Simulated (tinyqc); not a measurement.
# Tunnelling through a gate dielectric, WKB transmission and Tsu-Esaki current: dielectrics compared at equal EOT

Electrons leave the emitter at x = 0. Energies E (motion across the layers) are in eV from the emitter Fermi level; the collector Fermi level lies at -V and offers states at every E. No charge in the dielectric and no image force: F1 = V/t1, U = phi1 - F1 x. With C = hbar^2/(2 m0), kappa = sqrt(m (U - E)/C) where U > E and 0 elsewhere; T(E) = exp(-S), S = 2 times the integral of kappa over x.

A single layer of thickness t1 = EOT eps_r/3.9 for each dielectric, at V = 1.2 V. Each layer adds (2/F) sqrt(m/C) [G(u at its left edge) - G(u at its right edge)] to S, with u = U - E (0 where negative) and G(u) = (2/3) u^1.5. J = J0 times the integral of T(E) N(E) dE, N = ln[(1 + exp(-E/Vt))/(1 + exp((-E - V)/Vt))], J0 = q^2 me m0 kB T/(2 pi^2 hbar^3) (times 1e-4 for A/cm^2 per eV), from E = -Ef to far above the barrier (T = 1 there), by quadrature converged to the digits shown.

Inputs (values chosen for the exercise):
- T = 400 K (temperature)
- Ef = 0.1 eV (Fermi energy of the emitter above its band bottom)
- me = 1 m0 (emitter mass in the supply function)
- EOT = 1.6 nm (equivalent oxide thickness)

Constants: q = 1.602176634e-19 C, kB = 1.380649e-23 J/K, hbar = 1.054571817e-34 J s, m0 = 9.1093837015e-31 kg, Vt = kB T/q, hbar^2/(2 m0) = 0.0380998212 eV nm^2. Results are converted to the units shown.

Dielectrics (values chosen for the exercise, close to those of the materials named):

|  | eps_r | phi1 (eV) | m1 (m0) |
|---|---|---|---|
| silicon dioxide | 3.84 | 3.12 | 0.49 |
| silicon nitride | 7.47 | 2.07 | 0.49 |
| aluminium oxide | 9.05 | 2.65 | 0.39 |
| hafnium oxide | 22.5 | 1.54 | 0.2 |
| zirconium oxide | 25.1 | 1.4 | 0.26 |

Leakage at equal EOT:

|  | t1 (nm) | S at E = 0 | J (A/cm^2) | eps_r sqrt(m1 phi1) |
|---|---|---|---|---|
| silicon dioxide | 1.575 | 17.89 | 1.619 | 4.748 |
| silicon nitride | 3.065 | 26.46 | 2.609e-4 | 7.523 |
| aluminium oxide | 3.713 | 33.89 | 1.569e-7 | 9.200 |
| hafnium oxide | 9.231 | 40.25 | 8.657e-9 | 12.49 |
| zirconium oxide | 10.30 | 46.84 | 3.102e-8 | 15.14 |

What does the comparison show?

From the lowest current to the highest: hafnium oxide, zirconium oxide, aluminium oxide, silicon nitride, silicon dioxide; the span is 8.27 decades. The figure eps_r sqrt(m1 phi1), to which S is proportional at low voltage, gives another order at this voltage.

Program tinyqc, `OMP_NUM_THREADS=1 python tinyqc.py 2540040 2540041 out.jsonl`; Intel Xeon 2.30GHz, shared host, one thread, about 0.03 s.
